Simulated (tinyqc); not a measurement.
Comparisons within one model: band edges of strained Si(1-x)Ge(x) on relaxed Si(1-y)Ge(y). A value that a table varies takes the place of the one given here.

Values are linear in the Ge fraction but for ED(x) = linear - CD x (1 - x) and a(x) = linear - Ca x (1 - x). Energies are on the common scale of Ev.

Coherent growth on a (111) face: e_par = (a(y) - a(x))/a(x), e_perp = -(2 C11 + 4 C12 - 4 C44)/(C11 + 2 C12 + 4 C44) e_par; exx = eyy = ezz = (2 e_par + e_perp)/3 and exy = eyz = ezx = (e_perp - e_par)/3.

A valley with unit axis u lies at Ev + gap + (av + a_valley) tr(e) + Xu (u.e.u - tr(e)/3); the Delta axes are x, y, z and the L axes [111], [1-1-1], [-11-1], [-1-11]. The second-order shift of the Delta valleys under shear is left out; it lowers the pair normal to the sheared plane by tens of meV at a shear of 1 %.

Valence edges: Ev plus the levels of the 6 x 6 matrix of X, Y, Z times spin with -Dso/3 + l exx + m (eyy + ezz) on the diagonal (cyclic), n exy off it, l = av + 2 b, m = av - b, n = sqrt(3) d. Spin-orbit term (Dso/3) L.sigma on X, Y, Z with (L_k)_ij = -i epsilon_kij: <X+|H|Y+> = -i Dso/3, <X+|H|Z-> = Dso/3, <Y+|H|Z-> = -i Dso/3, <Z+|H|X-> = -Dso/3, <Z+|H|Y-> = i Dso/3, <X-|H|Y-> = i Dso/3, and their conjugates; + and - are the spin along z.

Coherent growth: e_par = (a(y) - a(x))/a(x). (001): e_perp = -2 (C12/C11) e_par; exx = eyy = e_par, ezz = e_perp, no shear. (111): e_perp = -(2 C11 + 4 C12 - 4 C44)/(C11 + 2 C12 + 4 C44) e_par; exx = eyy = ezz = (2 e_par + e_perp)/3 and exy = eyz = ezx = (e_perp - e_par)/3. (110): e_perp = -(C11 + 3 C12 - 2 C44)/(C11 + C12 + 2 C44) e_par; exx = eyy = (e_par + e_perp)/2, ezz = e_par, exy = (e_perp - e_par)/2, eyz = ezx = 0.

Inputs chosen for the exercise (end members near Si and Ge, in this order; shifted at random, so the results belong to these values and not to a real crystal): a = (5.43, 5.659) angstrom (lattice constant); Dso = (0.044, 0.287) eV (spin-orbit splitting); av = (2.42, 1.25) eV (valence hydrostatic potential); b = (-2.1, -2.55) eV (tetragonal shear potential); d = (-4.85, -5.37) eV (trigonal shear potential); C11 = (166.9, 127.3) GPa; C12 = (64.7, 48.8) GPa; C44 = (78.7, 66.3) GPa; Ev = (0, 0.69) eV (top of the unstrained valence band); ED = (1.168, 0.934) eV (gap to the Delta valleys); EL = (2.036, 0.744) eV (gap to the L valleys); aD = (1.56, 1.3) eV (hydrostatic potential of the Delta gap); aL = (-3.17, -2.61) eV (hydrostatic potential of the L gap); XuD = (9.17, 9.25) eV (uniaxial potential, Delta); XuL = (16.21, 14.58) eV (uniaxial potential, L); CD = 0.223 eV (bowing of the Delta gap); Ca = 0.028 angstrom (bowing of the lattice constant); face = 111 (growth face); y = 0.56 (Ge fraction of the relaxed buffer); x = 1 (Ge fraction of the layer).

## Composition of the layer

The buffer is kept. dEc = Ec(buffer) - Ec(layer), dEv = Ev(layer) - Ev(buffer); buffer edges Ev(y) and Ev(y) + min(ED, EL). The digit behind Delta or L counts whole valleys.

Results:

| x | e_par (%) | lowest valleys | gap (eV) | next valleys above (meV) | valence splitting (meV) | dEc (eV) | dEv (eV) |
|---|---|---|---|---|---|---|---|
| 0.01 | 2.20 | Delta6 | 1.051 | 354 | 255 | 0.063 | -0.132 |
| 0.15 | 1.66 | Delta6 | 1.028 | 364 | 184 | 0.063 | -0.109 |
| 0.29 | 1.11 | Delta6 | 1.011 | 363 | 115 | 0.052 | -0.082 |
| 0.43 | 0.54 | Delta6 | 0.997 | 351 | 51 | 0.030 | -0.045 |
| 0.58 | -0.08 | Delta6 | 0.973 | 310 | 7 | -0.006 | 0.015 |
| 0.72 | -0.68 | Delta6 | 0.911 | 164 | 49 | -0.051 | 0.122 |
| 0.86 | -1.28 | Delta6 | 0.858 | 9 | 83 | -0.108 | 0.232 |
| 1.00 | -1.90 | L3 | 0.659 | 154 | 111 | -0.023 | 0.346 |

The gap is 1.051 eV in the first row and 0.659 eV in the last. The lowest valleys change: Delta6 to L3 between x = 0.86 and 1.00. Per 0.1 of x the valence offset moves by +48 meV on average; the conduction offset lies between -108 and +63 meV, not monotonically. Electrons and holes sit on opposite sides in every row (type II). Offsets below about 30 meV are within the spread of parameter sets, so those rows do not settle the type. Strains above 2 % can be kept only in layers of a few nanometres.

## Composition of the buffer

The layer is kept. dEc = Ec(buffer) - Ec(layer), dEv = Ev(layer) - Ev(buffer); buffer edges Ev(y) and Ev(y) + min(ED, EL). The digit behind Delta or L counts whole valleys.

Results:

| y | e_par (%) | lowest valleys | gap (eV) | next valleys above (meV) | valence splitting (meV) | dEc (eV) | dEv (eV) |
|---|---|---|---|---|---|---|---|
| 0.45 | -2.35 | L3 | 0.639 | 146 | 124 | -0.063 | 0.432 |
| 0.53 | -2.03 | L3 | 0.653 | 152 | 115 | -0.034 | 0.370 |
| 0.61 | -1.70 | L3 | 0.668 | 158 | 104 | -0.003 | 0.307 |
| 0.69 | -1.36 | L3 | 0.683 | 164 | 90 | 0.032 | 0.244 |
| 0.76 | -1.06 | L3 | 0.696 | 170 | 75 | 0.064 | 0.189 |
| 0.84 | -0.71 | L3 | 0.712 | 127 | 54 | 0.103 | 0.126 |
| 0.92 | -0.36 | L3 | 0.728 | 64 | 29 | 0.056 | 0.063 |

The gap is 0.639 eV in the first row and 0.728 eV in the last. The lowest valleys are L3 throughout. Per 0.1 of y the valence offset moves by -78 meV on average; the conduction offset lies between -63 and +103 meV, not monotonically. Both carriers sit on one side for y = 0.69, 0.76, 0.84 and 0.92, and on opposite sides elsewhere. Offsets below about 30 meV are within the spread of parameter sets, so those rows do not settle the type. Strains above 2 % can be kept only in layers of a few nanometres.

## The same layer on three faces

dEc = Ec(buffer) - Ec(layer), dEv = Ev(layer) - Ev(buffer); buffer edges Ev(y) and Ev(y) + min(ED, EL). The digit behind Delta or L counts whole valleys.

Results:

| face | e_par (%) | lowest valleys | gap (eV) | next valleys above (meV) | valence splitting (meV) | dEc (eV) | dEv (eV) | Delta spread (meV) | L spread (meV) |
|---|---|---|---|---|---|---|---|---|---|
| (001) | -1.90 | Delta4 | 0.714 | 5 | 115 | -0.092 | 0.360 | 311 | 0 |
| (111) | -1.90 | L3 | 0.659 | 154 | 111 | -0.023 | 0.346 | 0 | 339 |
| (110) | -1.90 | L2 | 0.603 | 124 | 114 | 0.029 | 0.350 | 128 | 269 |

On (001) only the Delta valleys split (311 meV), on (111) only the L valleys (339 meV), on (110) both (128 and 269 meV). The lowest valleys are Delta4 on (001), L3 on (111) and L2 on (110); the smallest gap is 0.603 eV on (110) and the largest 0.714 eV on (001).

## What each parameter does

dEc = Ec(buffer) - Ec(layer), dEv = Ev(layer) - Ev(buffer); buffer edges Ev(y) and Ev(y) + min(ED, EL). Each row changes one parameter from the base and keeps the others.

Results:

| case | gap (eV) | valence splitting (meV) | dEc (eV) | dEv (eV) |
|---|---|---|---|---|
| base | 0.6585 | 111.1 | -0.0227 | 0.3462 |
| x = 0.97 | 0.7033 | 105.3 | -0.0428 | 0.3215 |
| y = 0.59 | 0.6641 | 106.8 | -0.0108 | 0.3227 |
| CD = 0.273 eV | 0.6585 | 111.1 | -0.0351 | 0.3462 |
| d = (-5.577, -6.176) eV | 0.6464 | 119.8 | -0.0227 | 0.3584 |
| b = (-2.415, -2.932) eV | 0.6585 | 111.1 | -0.0227 | 0.3462 |
| C12 = (74.405, 56.12) GPa | 0.6505 | 113.2 | -0.0186 | 0.3501 |
| aD = (1.794, 1.495) eV | 0.6585 | 111.1 | -0.0227 | 0.3462 |
| Dso = (0.051, 0.33) eV | 0.6585 | 117.5 | -0.0227 | 0.3462 |

The largest shifts from the base row, up to three for each result and ties (the steps differ in size, so this ranks the rows, not the parameters). gap (eV): x +0.0447, d -0.0122, C12 -0.0080; unchanged at the printed digits by CD, b, aD and Dso. valence splitting (meV): d +8.7, Dso +6.4, x -5.8; unchanged at the printed digits by CD, b and aD. dEc (eV): x -0.0200, CD -0.0123, y +0.0119; unchanged at the printed digits by d, b, aD and Dso. dEv (eV): x -0.0247, y -0.0235, d +0.0122; unchanged at the printed digits by CD, b, aD and Dso. The lowest valleys of the layer are L3, so among the conduction-band potentials only those of that family reach the gap and dEc; the buffer is unstrained. A shift large enough to swap the lowest family would change that.

Program tinyqc; command `OMP_NUM_THREADS=1 python tinyqc.py 1081564 1081565 out.jsonl`; about 0.02 s on one thread of a shared Intel(R) Xeon(R) Processor @ 2.30GHz.
